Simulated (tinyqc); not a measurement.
AlGaN/GaN HEMT with access regions, lumped model: one step of the calculation.

A polarisation-induced electron sheet under a Schottky gate, in series with two ungated access regions and contacts. Drift law v = mu E/(1 + mu E/vs) under the gate. Currents in mA/mm, resistances in ohm mm. No self-heating, no channel-length modulation; fits for polarisation, barrier and offset are chosen for the exercise.

Question. Polarisation charge, threshold and sheet resistance. sigma = (5e13 x + 1.6e13 x^2) cm^-2, phiB = 0.84 + 1.3 x, dEc = 0.7 (1.71 x + x^2) in volts, Cb = eps0 eps_r/d, VT = phiB - dEc - q sigma/Cb, access density n0 = -Cb VT/q. Rsh = 1/(q mu n0); largest access current q n0 vs.

Inputs (values chosen for the exercise); values close to those of AlGaN/GaN structures: aluminium share of the barrier x = 0.22; barrier thickness d = 25 nm; relative permittivity of barrier and channel eps_r = 9.3; channel mobility mu = 2000 cm^2/(V s); saturation velocity vs = 1.2e7 cm/s.

Constants: q = 1.602176634e-19 C, eps0 = 8.8541878128e-14 F/cm where lengths are in cm. Results are converted to the units shown.

Give: sigma; Cb; VT; n0; Rsh; q n0 vs.

Answer.

sigma = 1.1774e13 cm^-2
Cb = 0.32938 uF/cm^2
VT = -4.8986 V
n0 = 1.0071e13 cm^-2
Rsh = 309.89 ohm
q n0 vs = 1936.2 mA/mm

Computed by the program tinyqc: `OMP_NUM_THREADS=1 python tinyqc.py 2570173 2570174 out.jsonl`, one thread of a shared Intel Xeon 2.30GHz, about 0.03 s for the whole run.
